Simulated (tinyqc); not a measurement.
Worked calculation: three-phonon processes in a diatomic chain: dispersion, energy and momentum conservation, and decay channels of optical phonons. Computed by tinyqc, a small Python program that keeps every step. Command: `OMP_NUM_THREADS=1 python tinyqc.py 3120234 3120235 out.jsonl threeph walk`. One thread of a shared host (Intel(R) Xeon(R) Processor @ 2.30GHz), about 0.05 s of CPU time with the checks. Intermediate numbers are printed to about 7 digits and carried at full precision; extremes and crossings named in words are read from the listed rows.

Cell length a, two atoms, one spring constant. x = q a/pi runs from -1 to 1; A and O are the acoustic and optical branches. Matrix elements are not computed: only conservation laws and occupation factors are followed.

Inputs (values chosen for the exercise, for a model chain):
```
quantity,value,unit
light mass m,28.1,u
heavy mass M,90.2,u
spring constant k,9.1,eV/angstrom^2
temperature T,300,K
wave number of the decaying phonon q a/pi,0.88,-
```

Constants: nu for 1 eV/(angstrom^2 u) = 15.6333042 THz; h x 1 THz = 4.135667696 meV; k_B = 8.617333262e-05 eV/K.

## Band edges

omega^2 = k (1/m + 1/M) -/+ k sqrt((1/m + 1/M)^2 - 4 sin^2(pi x/2)/(m M)); nu = 15.6333042 THz x sqrt(omega^2) for eV/(angstrom^2 u). Acoustic top sqrt(2 k/M), optical bottom sqrt(2 k/m), optical top sqrt(2 k (1/m + 1/M)).

acoustic top = 7.022362 THz

optical bottom = 12.58153 THz

optical top = 14.40862 THz

optical top over twice the acoustic top = 1.025910

optical bottom over twice the acoustic top = 0.8958187

optical width over acoustic top = 0.2601824

The zone-centre optical phonon lies above twice the acoustic top (M/m > 3), so its decay into two acoustic phonons is forbidden.

## Dispersion

The formulas are those given above.

Branches:
```
x,nu_A (THz),nu_O (THz)
0.10,0.961381,14.37651
0.20,1.911760,14.28123
0.35,3.290886,14.02777
0.50,4.572203,13.66394
0.65,5.691013,13.23710
0.80,6.546474,12.83558
0.90,6.898408,12.64991
1.00,7.022362,12.58153
```

## All channels at the given wave number

Processes for O(x): decay O -> A + A and O -> O + A with x = x' + x'' (mod 2), and absorption O + A -> O with x + x' = x'' (mod 2). Roots of the energy mismatch in x' are bracketed on 4001 points from -1 to 1 and refined. A process is umklapp (U) if the sum of wave numbers leaves (-1, 1]. Weight = occupation factor/|d mismatch/dx'|, the factor being 1 + n' + n'' for decay and n' - n'' for absorption. Pairs that differ only by exchanging two acoustic products count once, and the trivial root x' = 0 is left out.

nu_O(x) = 12.67889 THz

Channels:
```
process,x',x'',nu' (THz),nu'' (THz),type,weight (1/THz)
none,-,-,-,-,-,-
```

No three-phonon channel is open for this phonon in the chain; four-phonon processes, or other branches in three dimensions, would set its lifetime.

## Phase space against the mass ratio

Total weight summed over channels and averaged over x = 0.05, 0.15, ..., 0.95, with m and k fixed; share of those x with an open channel.

Optical phonons:
```
M/m,"weight, A + A (1/THz)","weight, with O (1/THz)",share open
1.1,0.1764896,0,1.0
1.5,0.3907267,0,1.0
2.0,0.2289228,0,0.8
2.5,0.1309154,0,0.5
2.9,0.1012209,0,0.2
3.3,0.0000000,0,0.0
3.7,0.0000000,0,0.0
4.2,0.0000000,0,0.0
6.0,0.0000000,0,0.0
```

The A + A channel closes between M/m = 2.9 and 3.3 on this grid: energy conservation alone would allow it up to M/m = 4, where the optical bottom passes twice the acoustic top, but momentum must be conserved too. No channel with a second optical phonon opens at any ratio. A large gap that shuts such channels is one reason why crystals with very unequal masses can conduct heat well.

Checks made by the program: band edges against the dispersion (relative difference below 1e-10).
